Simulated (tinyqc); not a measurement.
Non-parabolicity of the conduction band: eight-band Kane k.p model.

Eight-band Kane model, basis S, X, Y, Z times spin, zero of energy at the top of the unstrained valence band, c = hbar^2/2m0. Within each spin: H_SS = Eg + A c k^2, H_SX = i P kx (likewise Y, Z), H_XX = -Dso/3 + L kx^2 + M (ky^2 + kz^2), H_XY = N kx ky, and cyclic. Spin-orbit term (Dso/3) L.sigma on X, Y, Z with (L_k)_ij = -i epsilon_kij: <X+|H|Y+> = -i Dso/3, <X+|H|Z-> = Dso/3, <Y+|H|Z-> = -i Dso/3, <Z+|H|X-> = -Dso/3, <Z+|H|Y-> = i Dso/3, <X-|H|Y-> = i Dso/3, and their conjugates; + and - are the spin along z. Terms from inversion asymmetry are left out, so every level is twofold.

P = sqrt(Ep c); A = 1/me - Ep (Eg + 2 Dso/3)/(Eg (Eg + Dso)) keeps the electron mass; g1' = g1 - Ep/(3 Eg), g2' = g2 - Ep/(6 Eg), g3' = g3 - Ep/(6 Eg) remove the coupling to S that the Luttinger values already hold; L = -c (g1' + 4 g2'), M = -c (g1' - 2 g2'), N = -6 c g3'.

Constants: hbar^2/2m0 = 3.80998211 eV angstrom^2.

Inputs chosen for the exercise (near those of InAs; not measured data): Eg = 0.412 eV (gap at Gamma to the s-like level); Dso = 0.381 eV (spin-orbit splitting); Ep = 20.9 eV (Kane energy); me = 0.0253 m0 (electron mass at Gamma); g1 = 20.07 (Luttinger gamma1); g2 = 8.55 (gamma2); g3 = 9.27 (gamma3); kmax = 0.04 1/angstrom (end of the path).

Unstrained, along [001], six points up to kmax. Parabolic: E = c k^2/me. Two-band form: E (1 + alpha E) = c k^2/me with alpha = (1 - me)^2/Eg. The column alpha(k) solves that form for alpha with the eight-band energy. Energies from the conduction edge.

Energies:

| \|k\| (1/angstrom) | parabolic (eV) | two-band (eV) | eight-band (eV) | alpha(k) (1/eV) | parabolic / eight-band |
|---|---|---|---|---|---|
| 0.0067 | 0.0067 | 0.0066 | 0.0066 | 2.571 | 1.017 |
| 0.0133 | 0.0268 | 0.0253 | 0.0251 | 2.585 | 1.065 |
| 0.0200 | 0.0602 | 0.0536 | 0.0529 | 2.607 | 1.138 |
| 0.0267 | 0.1071 | 0.0889 | 0.0871 | 2.635 | 1.230 |
| 0.0333 | 0.1673 | 0.1290 | 0.1254 | 2.669 | 1.335 |
| 0.0400 | 0.2409 | 0.1724 | 0.1662 | 2.707 | 1.450 |

alpha = 2.306 1/eV

At the last point the parabola lies a factor 1.45 above the eight-band value, and the two-band form 6.2 meV above it. The parabola stays within 5 % up to |k| = 0.0067 1/angstrom of the points listed. alpha(k) goes from 2.571 to 2.707 1/eV, a spread of 5.3 % over this range; the simple rule gives 2.306, 10 % below the first value, as it knows neither Dso nor the remote terms.

Computed by tinyqc, a small Python program: `OMP_NUM_THREADS=1 python tinyqc.py 1081346 1081347 out.jsonl` (the numbers bound the seed that draws the inputs); one thread of a shared host (Intel(R) Xeon(R) Processor @ 2.30GHz), about 0.02 s for the whole set of steps.
